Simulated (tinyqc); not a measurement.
Worked calculation: Hueckel theory of the pi electrons, for the molecule C=Cc1cc[nH]c1 (SMILES; centres numbered as the heavy atoms are written). One step of it, computed by the program tinyqc.

Problem. Orbitals. Diagonalise; E = alpha + x beta with beta < 0, so the largest x are filled first; degenerate levels share their electrons. P = sum n_i c_ri c_si; each orbital has its largest coefficient positive (the first on a tie).

Hueckel matrix in units of beta (H = alpha + beta A), order 1C, 2C, 3C, 4C, 5C, 6N, 7C:
$$\begin{pmatrix}
0.000000 & 1.000000 & 0.000000 & 0.000000 & 0.000000 & 0.000000 & 0.000000 \\
1.000000 & 0.000000 & 1.000000 & 0.000000 & 0.000000 & 0.000000 & 0.000000 \\
0.000000 & 1.000000 & 0.000000 & 1.000000 & 0.000000 & 0.000000 & 1.000000 \\
0.000000 & 0.000000 & 1.000000 & 0.000000 & 1.000000 & 0.000000 & 0.000000 \\
0.000000 & 0.000000 & 0.000000 & 1.000000 & 0.000000 & 0.800000 & 0.000000 \\
0.000000 & 0.000000 & 0.000000 & 0.000000 & 0.800000 & 1.500000 & 0.800000 \\
0.000000 & 0.000000 & 1.000000 & 0.000000 & 0.000000 & 0.800000 & 0.000000
\end{pmatrix}$$

pi electrons, sum of z_r less the charge = 8

Give: x values; occupations; coefficients; charge and bond-order matrix P.

Solution.

x values: [2.3753, 1.6010, 0.8598, 0.5018, -0.7780, -1.1259, -1.9341]

occupations: [2.0000, 2.0000, 2.0000, 2.0000, 0.0000, 0.0000, 0.0000]

coefficients, order 1C, 2C, 3C, 4C, 5C, 6N, 7C:
$$\begin{pmatrix}
0.0795 & -0.3250 & -0.4135 & -0.4974 & 0.5782 & -0.2871 & 0.2301 \\
0.1889 & -0.5203 & -0.3556 & -0.2496 & -0.4498 & 0.3232 & -0.4450 \\
0.3691 & -0.5080 & 0.1078 & 0.3721 & -0.2282 & -0.0768 & 0.6306 \\
0.3052 & -0.2447 & 0.6181 & -0.1363 & 0.0703 & -0.5009 & -0.4366 \\
0.3558 & 0.1162 & 0.4236 & -0.4405 & 0.1735 & 0.6407 & 0.2137 \\
0.6750 & 0.5384 & -0.3172 & -0.1059 & -0.2566 & -0.2757 & 0.0290 \\
0.3827 & -0.0482 & -0.1698 & 0.5727 & 0.5571 & 0.2641 & -0.3380
\end{pmatrix}$$

charge and bond-order matrix P, order 1C, 2C, 3C, 4C, 5C, 6N, 7C:
$$\begin{pmatrix}
1.0607 & 0.9106 & -0.0704 & -0.1679 & 0.0689 & 0.1251 & -0.3370 \\
0.9106 & 0.9902 & 0.4056 & -0.0015 & -0.0679 & -0.0269 & 0.0296 \\
-0.0704 & 0.4056 & 1.0888 & 0.5057 & -0.0919 & -0.1960 & 0.7212 \\
-0.1679 & -0.0015 & 0.5057 & 1.1072 & 0.8041 & -0.2148 & -0.1088 \\
0.0689 & -0.0679 & -0.0919 & 0.8041 & 1.0273 & 0.4300 & -0.3873 \\
0.1251 & -0.0269 & -0.1960 & -0.2148 & 0.4300 & 1.7147 & 0.4511 \\
-0.3370 & 0.0296 & 0.7212 & -0.1088 & -0.3873 & 0.4511 & 1.0112
\end{pmatrix}$$
